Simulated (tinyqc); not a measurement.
Worked calculation: quasiparticle equation with a plasmon-pole self-energy for two band edges. Values are carried at full precision from step to step, so a last printed digit may differ when a step is redone from the rounded ones.

For each edge E = e + X + Sc(E), with the correlation part Sc(E) = A[0]/(E - a + w) + A[1]/(E - b - w); a and b are the valence and conduction energies that enter the Green function (a = ev, b = ec in the one-shot scheme). Z = 1/(1 - dSc/dE), dSc/dE = -A[0]/(E - a + w)^2 - A[1]/(E - b - w)^2.

Values chosen for the exercise (scales of the order of those of SiO2; the results hold for these values, not for the real material): ev = 0 eV (mean-field valence top); ec = 5.72 eV (mean-field conduction edge); w = 19 eV (pole energy); Av = (42.7, 21.7) eV^2 (weights of the valence state on the hole and electron poles); Ac = (20.4, 39.5) eV^2 (the same for the conduction state); Xv = -2.56 eV (exchange minus the mean-field potential, valence); Xc = 3.38 eV (the same, conduction).

## Linearised one-shot correction

Evaluate Sc and its slope at the mean-field energy; E = e + Z (X + Sc).

Terms:
```
edge        Sc (eV)   dSc/dE       Z  X + Sc (eV)   E (eV)
valence      1.3695  -0.1538  0.8667      -1.1905  -1.0318
conduction  -1.2537  -0.1428  0.8750       2.1263   7.5806
```

gap = 8.6124 eV
gap with Z = 1 = 9.0368 eV

The gap opens by 2.892 eV, 36 % of it by lowering the valence top. Setting Z = 1 would overshoot by 0.424 eV.

## Solving the equation for the conduction edge

Newton steps on f(E) = E - ec - Xc - Sc(E) from E = ec; the first step is the linearised result.

Iterates:
```
step   E (eV)   Sc (eV)     f (eV)
0     5.72000  -1.25370  -2.126295
1     7.58060  -1.53715   0.017753
2     7.56534  -1.53466   0.000002
3     7.56534  -1.53466   0.000000
```

The linearisation errs by +15.3 meV, as the shift is only 0.097 of the pole energy.

## All solutions for the valence state

Multiplying out gives a cubic; give its three roots and their weights Z.

roots (eV): -21.333  -1.027  25.520

weights: 0.1129  0.8584  0.0286

The weights add up to 1. The satellite below lies 20.31 eV from the main peak, 7 % more than w: this scheme places plasmon satellites too far out, and gives one where a cumulant form gives a series.

## Updating the energies in the Green function

Solve both equations exactly, put the results in place of a and b, and repeat five times; w is kept.

Cycles (eV):
```
cycle       Ev      Ec     gap
1      -1.0270  7.5653  8.5924
2      -1.0898  7.7369  8.8267
3      -1.0921  7.7521  8.8442
4      -1.0920  7.7535  8.8455
5      -1.0919  7.7536  8.8456
```

The update moves the gap by +253 meV from the one-shot value; each cycle shrinks the change to about 0.07 of the one before.

## Checks

- Sum of the weights of the three roots: both 1.000000.
- Newton result against the root by bisection (eV): both 7.56534.

Program tinyqc; command `OMP_NUM_THREADS=1 python tinyqc.py 1850079 1850080 out.jsonl`; about 0.02 s on one thread of a shared Intel(R) Xeon(R) Processor @ 2.30GHz.
